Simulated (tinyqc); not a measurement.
Holstein polaron on two sites: one step, computed by the program tinyqc.

One electron on sites 1 and 2: H = -t (c1+ c2 + c2+ c1) + hbar omega sum_i b_i+ b_i - g hbar omega sum_i n_i (b_i + b_i+). The symmetric phonon shifts the energy by -g^2 hbar omega/2 and drops out; with b = (b_1 - b_2)/sqrt(2) there remains H = -t sigma_x + hbar omega b+ b - (g hbar omega/sqrt(2)) sigma_z (b + b+). Parity splits it into blocks p = +1 and -1 over phonon numbers n. Zero-point energies are left out. Weights Z refer to mode b alone; the displaced symmetric mode multiplies the full zero-phonon weight by exp(-g^2/2).

Question. Levels in the small basis. Diagonalise H; the eigenvector has its largest component positive; Z is the weight of n = 0.

H, even block (meV):
```
[[-870.5000, -273.6503, 0.0000, 0.0000],
 [-273.6503, -161.5000, -387.0000, 0.0000],
 [0.0000, -387.0000, -612.5000, -473.9763],
 [0.0000, 0.0000, -473.9763, 96.5000]]
```

Give: levels; lowest eigenvector; Z in the small basis.

Answer.

levels (meV): [-1076.1, -862.2, -16.1, 406.4]

lowest eigenvector: [0.58782, 0.44174, 0.62835, 0.25398]

Z in the small basis = 0.34554
